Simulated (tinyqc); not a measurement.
From results back to parameters: tunnelling through a thin dielectric with one trap, as a tight-binding chain. Five cases, with inputs chosen for the exercise.

Problem. A resonance has full width Gamma_L + Gamma_R and peak height 4 Gamma_L Gamma_R/(Gamma_L + Gamma_R)^2. The values come from hidden widths.

Find: larger and smaller width.

Method. The widths are (W/2)(1 +/- sqrt(1 - peak)); which belongs to which lead the line shape cannot tell.

Case 1.

full width = 12.6793 meV
peak height = 0.548602

Solution.

larger and smaller width (meV): 10.6  2.08

Case 2.

full width = 52.2732 meV
peak height = 0.00379415

Solution.

larger and smaller width (meV): 52.2  0.0496

Case 3.

full width = 1.21333 meV
peak height = 0.483545

Solution.

larger and smaller width (meV): 1.04  0.171

Case 4.

full width = 54.0577 meV
peak height = 0.694252

Solution.

larger and smaller width (meV): 42.0  12.1

Case 5.

full width = 26.0841 meV
peak height = 0.0135524

Solution.

larger and smaller width (meV): 26.0  0.0887

Computed by tinyqc, one run a case: `OMP_NUM_THREADS=1 python tinyqc.py N N+1 out.jsonl` with N = 1451122, 1451295, 1451469, 1451548, 1451599; one thread of a shared Intel(R) Xeon(R) Processor @ 2.30GHz, about 0.1 s a run at most.
